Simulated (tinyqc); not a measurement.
Inside a calculation. Model: tunnelling through a two-layer gate stack, WKB transmission and Tsu-Esaki current.

Numbers from tinyqc (`OMP_NUM_THREADS=1 python tinyqc.py 2540149 2540150 out.jsonl`; about 0.06 s on one thread of a shared Intel Xeon 2.30GHz). Printed values are rounded.

Electrons leave the emitter at x = 0. Energies E (motion across the layers) are in eV from the emitter Fermi level; the collector Fermi level lies at -V and offers states at every E. No charge in the dielectric and no image force: F1 = V/(t1 + t2 eps1/eps2), F2 = F1 eps1/eps2; U = phi1 - F1 x in layer 1 and phi2 - F1 t1 - F2 (x - t1) in layer 2. With C = hbar^2/(2 m0), kappa = sqrt(m (U - E)/C) where U > E and 0 elsewhere; T(E) = exp(-S), S = 2 times the integral of kappa over x.

Inputs (values chosen for the exercise); layer 1 close to silicon dioxide, layer 2 close to aluminium oxide: temperature T = 77 K; Fermi energy of the emitter above its band bottom Ef = 0.37 eV; emitter mass in the supply function me = 0.69 m0; barrier of layer 1 above the emitter Fermi level at zero bias phi1 = 3.21 eV; tunnelling mass of layer 1 m1 = 0.5 m0; thickness of layer 1 t1 = 0.5 nm; relative permittivity of layer 1 eps1 = 4.08; barrier of layer 2 at zero bias phi2 = 2.63 eV; tunnelling mass of layer 2 m2 = 0.4 m0; thickness of layer 2 t2 = 1.7 nm; relative permittivity of layer 2 eps2 = 8.56; voltage across the dielectric V = 1.5 V; energy of the electron followed E = 0.13 eV; cells in each layer nc = 5; lower end of the energy grid Ea = -0.37 eV; upper end of the energy grid Eb = 0.062 eV; points of the energy grid nE = 11.

Constants: q = 1.602176634e-19 C, kB = 1.380649e-23 J/K, hbar = 1.054571817e-34 J s, m0 = 9.1093837015e-31 kg, Vt = kB T/q, hbar^2/(2 m0) = 0.0380998212 eV nm^2. Results are converted to the units shown.

Range of the model: The field of 11.4 MV/cm is more than most gate dielectrics sustain; the model ignores breakdown. A layer thinner than 0.8 nm holds only a few atomic planes, where an effective mass is a rough description.

## Fields and band edges

F1 = V/(t1 + t2 eps1/eps2), F2 = F1 eps1/eps2; U = phi1 - F1 x in layer 1 and phi2 - F1 t1 - F2 (x - t1) in layer 2. EOT = 3.9 (t1/eps1 + t2/eps2).

F1 = 11.4479 MV/cm
F2 = 5.45649 MV/cm
U at the end of layer 1 = 2.63760 eV
U at the start of layer 2 = 2.05760 eV
U at the end of layer 2 = 1.13 eV
EOT = 1.25247 nm

## WKB exponent by the midpoint rule

Cut each layer into nc equal cells, take U and kappa at the cell centres, and sum S = 2 sum kappa h.

x, cell 0 to 9 (nm): [0.05000, 0.15000, 0.25000, 0.35000, 0.45000, 0.67000, 1.01000, 1.35000, 1.69000, 2.03000]
U, cell 0 to 9 (eV): [3.15276, 3.03828, 2.92380, 2.80932, 2.69484, 1.96484, 1.77932, 1.59380, 1.40828, 1.22276]
kappa, cell 0 to 9 (1/nm): [6.29833, 6.17791, 6.05510, 5.92975, 5.80168, 4.38902, 4.16123, 3.92021, 3.66338, 3.38712]
S = 19.3268
T(E) = 4.04086e-9

## WKB exponent in closed form

Each layer adds (2/F) sqrt(m/C) [G(u at its left edge) - G(u at its right edge)] to S, with u = U - E (0 where negative) and G(u) = (2/3) u^1.5. The slope follows from 1/d = -dS/dE.

S = 19.3243
T(E) = 4.05090e-9
energy d over which T(E) grows by a factor e = 0.17551 eV

The midpoint rule gives S = 19.327, so its T(E) is 0.25 % below this value. The band edge stays above E through the whole stack: direct tunnelling through a trapezoid.

## Current density on a coarse energy grid

J = J0 times the integral of T(E) N(E) dE, N = ln[(1 + exp(-E/Vt))/(1 + exp((-E - V)/Vt))], J0 = q^2 me m0 kB T/(2 pi^2 hbar^3) (times 1e-4 for A/cm^2 per eV), by Simpson's rule on nE equally spaced points from Ea to Eb.

E, point 0 to 10 (eV): [-0.370000, -0.326800, -0.283600, -0.240400, -0.197200, -0.154000, -0.110800, -0.067600, -0.024400, 0.018800, 0.062000]
T(E), point 0 to 10: [2.86153e-10, 3.54896e-10, 4.41164e-10, 5.49706e-10, 6.86639e-10, 8.59871e-10, 1.07966e-9, 1.35935e-9, 1.71639e-9, 2.17365e-9, 2.76127e-9]
N, point 0 to 10: [55.7620, 49.2514, 42.7408, 36.2302, 29.7196, 23.2090, 16.6984, 10.1879, 3.70225, 0.0571530, 8.74939e-5]
T(E) N, point 0 to 10: [1.59564e-8, 1.74791e-8, 1.88557e-8, 1.99160e-8, 2.04066e-8, 1.99568e-8, 1.80286e-8, 1.38489e-8, 6.35450e-9, 1.24231e-10, 2.41594e-13]
J0 = 7.40926e7 A/(cm^2 eV)
J = 0.457231 A/cm^2

The integrand peaks at E = -0.197 eV among these points. A converged quadrature from -Ef to above the barrier gives 0.4575 A/cm^2; this grid is 0.050 % below that.
